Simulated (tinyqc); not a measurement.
Standing waves and exposure in a photoresist film: sweeps and comparisons. A value that a table varies takes the place of the one given here.

Normal incidence from air. Unexposed resist: N1 = n1 + i k1 with k1 = (A + B) lam/(4 pi), lam in micrometres. r01 = (1 - N1)/(1 + N1), t01 = 2/(1 + N1). Substrate Ns = ns + i ks: r12 = (N1 - Ns)/(N1 + Ns). With p = exp(2 pi i N1 d/lam), the field at depth z is E(z) = t01 [exp(2 pi i N1 z/lam) + r12 p^2 exp(-2 pi i N1 z/lam)]/(1 + r01 r12 p^2), the relative intensity I(z) = n1 |E(z)|^2 and the reflectance R = |(r01 + r12 p^2)/(1 + r01 r12 p^2)|^2.

Inputs chosen for the exercise (a resist on Cu, indices near tabulated ones; not measured data):

| symbol | value | unit | meaning |
|---|---|---|---|
| lam | 365 | nm | vacuum wavelength |
| n1 | 1.71 |  | resist index |
| A | 0.72 | 1/micrometre | bleachable absorption (Dill A) |
| B | 0.05 | 1/micrometre | fixed absorption (Dill B) |
| d | 879 | nm | resist thickness |
| ns | 1.275 |  | substrate n |
| ks | 1.936 |  | substrate k |

## Swing of the coupled dose with resist thickness

The mean of I is taken over 800 depths; the relative dose to clear is taken as 1/(mean of I over the lowest period, 60 depths), scaled to 1 in the first row.

Swing:

| d (nm) | R | mean I | relative dose |
|---|---|---|---|
| 879.0 | 0.0184 | 0.9013 | 1.000 |
| 896.8 | 0.0268 | 0.8884 | 1.033 |
| 914.6 | 0.1478 | 0.7713 | 1.202 |
| 932.4 | 0.2349 | 0.6837 | 1.355 |
| 950.2 | 0.2278 | 0.6802 | 1.354 |
| 967.9 | 0.1306 | 0.7570 | 1.217 |
| 985.7 | 0.0166 | 0.8498 | 1.098 |
| 1003.5 | 0.0243 | 0.8380 | 1.132 |
| 1021.3 | 0.1363 | 0.7356 | 1.303 |
| 1039.1 | 0.2186 | 0.6578 | 1.456 |
| 1056.9 | 0.2120 | 0.6549 | 1.457 |
| 1074.7 | 0.1202 | 0.7234 | 1.321 |
| 1092.5 | 0.0155 | 0.8034 | 1.204 |

The period is 106.7 nm, six rows. The relative dose swings between 1.000 and 1.457, a ratio (max - min)/mean of 0.368, against the estimate 4 sqrt(|r01|^2 |r12|^2) exp(-(A + B) d) = 0.293 for the oscillating part alone; the ratio from the table also holds the slow rise from absorption, 20.4 % over two periods, so the two are not strictly comparable.

## What moves the exposure

The mean of I is over 800 depths. Each row changes one parameter from the base and keeps the others.

Results:

| case | \|r12\|^2 | R | mean I | I at the bottom |
|---|---|---|---|---|
| base | 0.3022 | 0.0184 | 0.9013 | 0.4984 |
| d = 889 nm | 0.3022 | 0.0015 | 0.9139 | 0.5001 |
| n1 = 1.727 | 0.3009 | 0.0005 | 0.9191 | 0.5112 |
| B = 0.25 1/micrometre | 0.2999 | 0.0161 | 0.7973 | 0.4079 |
| ks = 1.742 | 0.2617 | 0.0121 | 0.8809 | 0.5253 |
| ns = 1.403 | 0.2777 | 0.0206 | 0.8829 | 0.4654 |

The largest shifts from the base row, up to three for each result and ties (the steps differ in size, so this ranks the rows, not the parameters). |r12|^2: ks -0.0405, ns -0.0245, B -0.0023; unchanged at the printed digits by d. R: n1 -0.0179, d -0.0169, ks -0.0063. mean I: B -0.1040, ks -0.0204, ns -0.0184. I at the bottom: B -0.0905, ns -0.0329, ks +0.0270.

Computed by tinyqc, a small Python program: `OMP_NUM_THREADS=1 python tinyqc.py 1681362 1681363 out.jsonl` (the numbers bound the seed that draws the inputs); one thread of a shared host (Intel(R) Xeon(R) Processor @ 2.30GHz), about 0.01 s for the whole set of steps.
